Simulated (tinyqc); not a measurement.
# Worked calculation: van der Pauw, Hall and four-point-probe measurements on a doped layer

tinyqc, about 0.07 s, one thread, Intel Xeon 2.30GHz (shared host): `OMP_NUM_THREADS=1 python tinyqc.py 2850174 2850175 out.jsonl` Printed values are rounded.

A uniform n-type layer with sheet resistance Rs = 1/(q ns mu), point contacts, low field (mu B small).

Inputs (values chosen for the exercise):
- ns = 3.2e15 cm^-2 (sheet density of the layer)
- mu = 100 cm^2/(V s) (drift mobility)
- rH = 1 (Hall factor)
- B = 1 T (magnetic field)
- I = 1000 uA (current)
- ar = 1.57 (side ratio a/b of a rectangular sample with corner contacts)
- t = 420 nm (thickness of the layer)

Constants: q = 1.602176634e-19 C. Results are converted to the units shown.

## Resistances and Hall voltage

Rs = 1/(q ns mu). For a rectangle with contacts at the corners, RA = (8 Rs/pi) sum_(k>=0) ln coth((2k + 1) pi a/(2 b)) with current along a short side b and voltage along the opposite one, RB the same with a and b exchanged; Hall voltage VH = rH B I/(q ns), negative for electrons.

Rs = 19.5047 ohm/square
RA = 0.716257 ohm
RB = 13.7629 ohm
VH = -0.195047 mV

RB/RA = 19.2; for a square both equal Rs ln 2/pi = 4.30 ohm.

## Starting value

z = 2 ln 2/(pi (RA + RB)), exact for RA = RB.

z at the start = 30.4763 mS

## Iteration 1: new z

The van der Pauw equation exp(-pi RA z) + exp(-pi RB z) = 1 is solved for z = 1/Rs: e1 = exp(-pi RA z), e2 = exp(-pi RB z), f = e1 + e2 - 1, f' = -pi (RA e1 + RB e2), z(new) = z - f/f'.

e1 = 0.933721
e2 = 0.267746
f = 0.201467
f' = -0.0136777 kohm
z after iteration 1 = 45.2059 mS

## Iteration 2: new z

As before.

e1 = 0.903281
e2 = 0.141623
f = 0.0449037
f' = -0.00815597 kohm
z after iteration 2 = 50.7115 mS

## Iteration 3: new z

As before.

e1 = 0.892159
e2 = 0.111622
f = 0.00378142
f' = -0.00683378 kohm
z after iteration 3 = 51.2648 mS

## Course of the iteration

Stop when the step is below 1e-10 mS, or after 40 iterations.

Course of the iteration:
```
iteration  z before the step (mS)  step (mS)
1                         30.4763       14.7
2                         45.2059       5.51
3                         50.7115      0.553
4                         51.2648    4.82e-3
5                         51.2697    3.60e-7
6                         51.2697          0
```

Converged in 6 iterations.

## Sheet density, mobility and bulk values

converged z = 51.2697 mS

Rs = 1/z; Hall sheet density B I/(q |VH|); Hall mobility |VH|/(Rs B I); true values ns = rH times the Hall density, mu = Hall mobility/rH; bulk density ns/t, resistivity Rs t; correction factor F = Rs/[(pi/ln 2)(RA + RB)/2].

Rs = 19.5047 ohm/square
Hall sheet density = 3.2e15 cm^-2
Hall mobility = 100 cm^2/(V s)
ns = 3.2e15 cm^-2
mu = 100 cm^2/(V s)
bulk density = 7.61905e19 cm^-3
resistivity = 8.19198e-4 ohm cm
F = 0.594431

Taking the mean of RA and RB without F would overstate Rs by 68 %.
